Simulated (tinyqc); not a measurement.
Size effects in the resistivity of thin metal films and interconnect lines: one step, computed by the program tinyqc.

Electrons lose their drift at surfaces (a share 1 - p of the hits) and at grain boundaries (reflection R), besides bulk scattering. The line sits in a trench with a non-conducting liner on both walls and the bottom; the spacing equals the drawn width.

Task: Resistance and delay. Total: rho = rho_b [1 + surface excess + grain excess]; resistance per length rho/(w_m h_m); capacitance per length C = 2 k eps_0 (aspect ratio + 1/2), a parallel-plate estimate for two neighbours plus a fixed term for the planes above and below; delay 0.38 R C L^2; effective resistivity per drawn area.

Inputs (values chosen for the exercise, modelled on molybdenum):

| quantity | value | unit |
|---|---|---|
| bulk resistivity rho_b | 5.55 | microohm cm |
| aspect ratio (height over width) | 1.4 | - |
| line length | 67 | micrometre |
| permittivity of the dielectric k | 3.8 | - |

Geometry: line.

rho/rho_b from surfaces = 1.199020

rho/rho_b from grains = 1.899276

metal width w_m = 13 nm

metal height h_m = 20 nm

share of the trench filled by metal = 82.53968 %

Constants: eps_0 = 8.8541878128e-12 F/m.

Give: resistivity rho; resistance per length; capacitance per length; RC delay; effective resistivity per drawn area.

Result:

resistivity rho = 11.65 microohm cm

resistance per length = 447.9 ohm/micrometre

capacitance per length = 0.1279 fF/micrometre

RC delay = 97.69 ps

effective resistivity per drawn area = 14.11 microohm cm

Of the factor 2.54 over bulk, scattering gives 2.10 and the liner 1.21; within scattering, grain boundaries outweigh surfaces (0.90 against 0.20, grains first).
